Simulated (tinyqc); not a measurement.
Worked calculation: empirical pseudopotential in a few plane waves. One step of it, computed by the program tinyqc.

Task: Levels at k. Diagonalise the Hermitian matrix.

H(k) at k (eV):
```
           +0+0+0     -1-1-1     -1-1+1     -1+1-1     -1+1+1     +1-1-1     +1-1+1     +1+1-1
+0+0+0   1.380251   2.472514  -2.472514  -2.472514  -2.472514  -2.472514  -2.472514  -2.472514
-1-1-1   2.472514  19.133610   0.000000   0.000000  -0.666679   0.000000  -0.666679  -0.666679
-1-1+1  -2.472514   0.000000  12.294201   0.666679   0.000000   0.666679   0.000000   0.000000
-1+1-1  -2.472514   0.000000   0.666679  13.458356   0.000000   0.666679   0.000000   0.000000
-1+1+1  -2.472514  -0.666679   0.000000   0.000000   6.618947   0.000000   0.666679   0.666679
+1-1-1  -2.472514   0.000000   0.666679   0.666679   0.000000  17.969455   0.000000   0.000000
+1-1+1  -2.472514  -0.666679   0.000000   0.000000   0.666679   0.000000  11.130046   0.666679
+1+1-1  -2.472514  -0.666679   0.000000   0.000000   0.666679   0.000000   0.666679  12.294201
+1+1+1   2.472514   0.000000  -0.666679  -0.666679   0.000000  -0.666679   0.000000   0.000000
-2+0+0   0.000000  -2.472514  -2.472514  -2.472514   2.472514   0.288620  -0.288620  -0.288620
+0-2+0   0.000000  -2.472514  -2.472514   0.288620  -0.288620  -2.472514   2.472514  -0.288620
+0+0-2   0.000000  -2.472514   0.288620  -2.472514  -0.288620  -2.472514  -0.288620   2.472514
+0+0+2   0.000000  -0.288620   2.472514  -0.288620  -2.472514  -0.288620  -2.472514   0.288620
+0+2+0   0.000000  -0.288620  -0.288620   2.472514  -2.472514  -0.288620   0.288620  -2.472514
+2+0+0   0.000000  -0.288620  -0.288620  -0.288620   0.288620   2.472514  -2.472514  -2.472514

           +1+1+1     -2+0+0     +0-2+0     +0+0-2     +0+0+2     +0+2+0     +2+0+0
+0+0+0   2.472514   0.000000   0.000000   0.000000   0.000000   0.000000   0.000000
-1-1-1   0.000000  -2.472514  -2.472514  -2.472514  -0.288620  -0.288620  -0.288620
-1-1+1  -0.666679  -2.472514  -2.472514   0.288620   2.472514  -0.288620  -0.288620
-1+1-1  -0.666679  -2.472514   0.288620  -2.472514  -0.288620   2.472514  -0.288620
-1+1+1   0.000000   2.472514  -0.288620  -0.288620  -2.472514  -2.472514   0.288620
+1-1-1  -0.666679   0.288620  -2.472514  -2.472514  -0.288620  -0.288620   2.472514
+1-1+1   0.000000  -0.288620   2.472514  -0.288620  -2.472514   0.288620  -2.472514
+1+1-1   0.000000  -0.288620  -0.288620   2.472514   0.288620  -2.472514  -2.472514
+1+1+1   5.454792  -0.288620  -0.288620  -0.288620  -2.472514  -2.472514  -2.472514
-2+0+0  -0.288620  17.096339   0.666679   0.666679  -0.666679  -0.666679   0.000000
+0-2+0  -0.288620   0.666679  21.607439   0.666679  -0.666679   0.000000  -0.666679
+0+0-2  -0.288620   0.666679   0.666679  22.771593   0.000000  -0.666679  -0.666679
+0+0+2  -2.472514  -0.666679  -0.666679   0.000000   9.092776   0.666679   0.666679
+0+2+0  -2.472514  -0.666679   0.000000  -0.666679   0.666679  10.256930   0.666679
+2+0+0  -2.472514   0.000000  -0.666679  -0.666679   0.666679   0.666679  14.768030
```

Give: eigenvalues.

Result:

eigenvalues (eV): -1.9754  2.3976  5.2493  5.9190  9.6526  11.2293  11.7284  12.2878  13.2497  15.9506  18.1049  19.3115  21.2845  23.1279  27.8094
